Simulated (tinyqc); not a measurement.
Inside a calculation: Wannier function of the lower band of a two-orbital chain. Values are carried at full precision from step to step, so a last printed digit may differ when a step is redone from the rounded ones.

H(k) = [[-d/2 - 2 ta cos k, -t1 - t2 exp(-ik)], [-t1 - t2 exp(ik), d/2 - 2 tb cos k]], k in 1/a, Bloch sums with exp(ikR) and without the positions inside the cell. Mesh k_j = 2 pi j/N. Projection gauge: each lower eigenvector u is multiplied by the phase that makes <trial|u> real and positive (the one-band case of Loewdin orthogonalisation). Wannier amplitudes w(R) = (1/N) sum_k exp(ikR) u(k); hoppings H(R) = (1/N) sum_k exp(-ikR) E(k).

Values chosen for the exercise: d = 1.15 eV (A at -d/2, B at +d/2); t1 = 1.1 eV (A-B in the cell); t2 = 1.41 eV (B to A of the next cell); ta = -0.29 eV (A-A between cells); tb = -0.3 eV (B-B between cells); N = 5 (k points); th = 60 degrees (trial orbital cos(th) A + sin(th) B in cell 0); xb = 0.32 a (position of B (A at 0)); a = 4.5 angstrom (period); kq = 2.23 1/a (point off the mesh).

## Bloch states in the projection gauge

Diagonalise at each mesh point and fix the phase.

Mesh:

| j | E lower (eV) | E upper (eV) | u_A | u_B | \|<trial\|u>\| |
|---|---|---|---|---|---|
| 0 | -1.9873 | 3.1673 | 0.78326 | 0.62170 | 0.9300 |
| 1 | -1.9368 | 2.3015 | 0.73191-0.31733i | 0.57449+0.18321i | 0.8635 |
| 2 | -1.4823 | 0.5276 | 0.63918-0.61115i | 0.30568+0.35285i | 0.5843 |
| 3 | -1.4823 | 0.5276 | 0.63918+0.61115i | 0.30568-0.35285i | 0.5843 |
| 4 | -1.9368 | 2.3015 | 0.73191+0.31733i | 0.57449-0.18321i | 0.8635 |

The projection is smallest at j = 2 and 3 (0.5843); the gauge is smooth as long as it stays away from zero.

## The Wannier function

w(R) = (1/N) sum_j exp(2 pi i j R/N) u_j, for the N cells nearest the origin; it is real.

Amplitudes:

| R | on A | on B |
|---|---|---|
| -2 | 0.1567 | -0.1149 |
| -1 | -0.2241 | 0.2491 |
| 0 | 0.7051 | 0.4764 |
| 1 | 0.3047 | -0.0562 |
| 2 | -0.1591 | 0.0674 |

norm = 1.0000

Cell 0 holds 72.4 % of the weight.

## Centre and spread in real space

Point-like orbitals at R (A) and R + xb (B): centre <x>, spread <x^2> - <x>^2.

centre in units of a = 0.067
centre in angstrom = 0.302
spread = 9.258 angstrom^2

## The same from overlaps (Marzari-Vanderbilt)

b = 2 pi/N; M_j = u_j^+ diag(1, exp(-i b xb)) u_(j+1), with u_N = u_0. Centre = -(1/2 pi) sum arg M_j; gauge-invariant part Omega_I = (1/(N b^2)) sum (1 - |M_j|^2); gauge-dependent part Omega_D = (1/(N b^2)) sum (arg M_j + b centre)^2.

Overlaps:

| j | \|M_j\| | arg M_j (rad) |
|---|---|---|
| 0 | 0.9881 | -0.2910 |
| 1 | 0.9620 | -0.2131 |
| 2 | 0.6000 | 1.7011 |
| 3 | 0.9620 | -0.2131 |
| 4 | 0.9881 | -0.2910 |

centre from overlaps = -0.110 a
Omega_I = 0.1059 a^2
Omega_D = 0.3873 a^2

The centre is the Berry phase over 2 pi and does not depend on the trial orbital (modulo a). Omega_D is 78.5 % of the total; in one dimension a gauge that spreads the phase evenly removes it. The total is 0.4932 a^2, against 0.8868 a^2 (centre -0.129 a) in real space on 96 cells. The overlaps are finite differences in k, which are coarse on this mesh, and the function does not fit into N cells.

## Hoppings and interpolation

H(R) = (1/N) sum_j E_j cos(2 pi j R/N) for R = 0 to N/2. Interpolation: E(k) = H(0) + 2 sum H(R) cos(kR), the term R = N/2 of an even mesh counted once.

H(0), H(1), ... (eV): -1.7651  -0.1572  0.0461

interpolated E(kq) = -1.5956 eV

The exact value is -1.6349 eV; the interpolation is off by +39.3 meV. Though the chain has short hoppings, the single band has longer ones, made by paths through the other orbital, which the tails of the Wannier function carry.

## Checks

- Centre from overlaps against the real-space centre on 200 points: both -0.1291.
- Omega_I + Omega_D against the real-space spread on 200 points: 0.886 against 0.887.

(tinyqc, `OMP_NUM_THREADS=1 python tinyqc.py 1450774 1450775 out.jsonl`, Intel(R) Xeon(R) Processor @ 2.30GHz, 1 thread, shared host, about 0.1 s.)
